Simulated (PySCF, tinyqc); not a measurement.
CISD on RHF in the sto-3g basis, for H3+, spin multiplicity 1, step by step. The lowest restricted solution is unstable here: a spin-polarised one lies 0.0333 hartree lower (PySCF). One step of it, computed by the program tinyqc.

Task: Iteration 1: building the Fock matrix. J_ij = sum D_kl (ij|kl), K_ij = sum D_kl (ik|jl); F = H + J - 0.5 K; E = tr D H + tr D J / 2 - 0.25 tr D K + E_nn.

D at the start, lower triangle:
```
          1H 1s     2H 1s     3H 1s
1H 1s  1.244865
2H 1s  0.424981  0.145083
3H 1s  0.424981  0.145083  0.145083
```

core Hamiltonian H = T + V (hartree), lower triangle:
```
           1H 1s      2H 1s      3H 1s
1H 1s  -1.185611
2H 1s  -0.408308  -1.006703
3H 1s  -0.408308  -0.037572  -1.006703
```

Two-electron integrals (ij|kl) in chemists' order, unique and non-zero (hartree):
```
(11|11) 0.774606   (21|11) 0.146181   (21|21) 0.041675   (22|11) 0.353180
(22|21) 0.146181   (22|22) 0.774606   (31|11) 0.146181   (31|21) 0.026345
(31|22) 0.066199   (31|31) 0.041675   (32|11) 0.011561   (32|21) 0.002632
(32|22) 0.007728   (32|31) 0.002632   (32|32) 0.000207   (33|11) 0.353180
(33|21) 0.066199   (33|22) 0.180593   (33|31) 0.146181   (33|32) 0.007728
(33|33) 0.774606
```

nuclear repulsion = 0.90303278 hartree

Give: Coulomb J; exchange K; Fock matrix F; total energy of this density.

Result:

Coulomb J (hartree), lower triangle:
```
       1H 1s  2H 1s  3H 1s
1H 1s  1.319
2H 1s  0.271  0.761
3H 1s  0.271  0.021  0.761
```

exchange K (hartree), lower triangle:
```
       1H 1s  2H 1s  3H 1s
1H 1s  1.233
2H 1s  0.397  0.293
3H 1s  0.397  0.120  0.293
```

Fock matrix F (hartree), lower triangle:
```
        1H 1s   2H 1s   3H 1s
1H 1s  -0.483
2H 1s  -0.336  -0.392
3H 1s  -0.336  -0.076  -0.392
```

total energy of this density = -0.98756 hartree
